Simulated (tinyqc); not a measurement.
Sp3 tight binding, zinc-blende lattice, step by step. One step of it, computed by the program tinyqc.

Question. Levels at k. Diagonalise the Hermitian matrix.

H(k) at k (eV), lower triangle (Hermitian):
```
,a s,a px,a py,a pz,c s,c px,c py,c pz
a s,-13.330000
a px,0.000000,-6.280000
a py,0.000000,0.000000,-6.280000
a pz,0.000000,0.000000,0.000000,-6.280000
c s,-1.030638-0.664855i,-0.285123-1.176989i,3.269212+0.102650i,-0.167510-2.003376i,-13.330000
c px,0.285123+1.176989i,0.379983+0.245123i,0.191611+2.291612i,-3.739570-0.117419i,0.000000,-6.280000
c py,-3.269212-0.102650i,0.191611+2.291612i,0.379983+0.245123i,0.326145+1.346328i,0.000000,0.000000,-6.280000
c pz,0.167510+2.003376i,-3.739570-0.117419i,0.326145+1.346328i,0.379983+0.245123i,0.000000,0.000000,0.000000,-6.280000
```

Give: eigenvalues; weights |c|^2 of the basis functions.

Answer.

eigenvalues (eV): -16.050  -14.426  -11.114  -10.530  -5.100  -3.708  -2.026  -1.386

weights |c|^2 of the basis functions:
```
,band 1,band 2,band 3,band 4,band 5,band 6,band 7,band 8
a s,0.439,0.374,0.003,0.000,0.123,0.059,0.000,0.001
a px,0.006,0.014,0.191,0.270,0.018,0.019,0.277,0.204
a py,0.038,0.081,0.142,0.014,0.280,0.311,0.019,0.116
a pz,0.017,0.031,0.163,0.216,0.080,0.111,0.204,0.179
c s,0.439,0.374,0.003,0.000,0.123,0.059,0.000,0.001
c px,0.006,0.014,0.191,0.270,0.018,0.019,0.277,0.204
c py,0.038,0.081,0.142,0.014,0.280,0.311,0.019,0.116
c pz,0.017,0.031,0.163,0.216,0.080,0.111,0.204,0.179
```
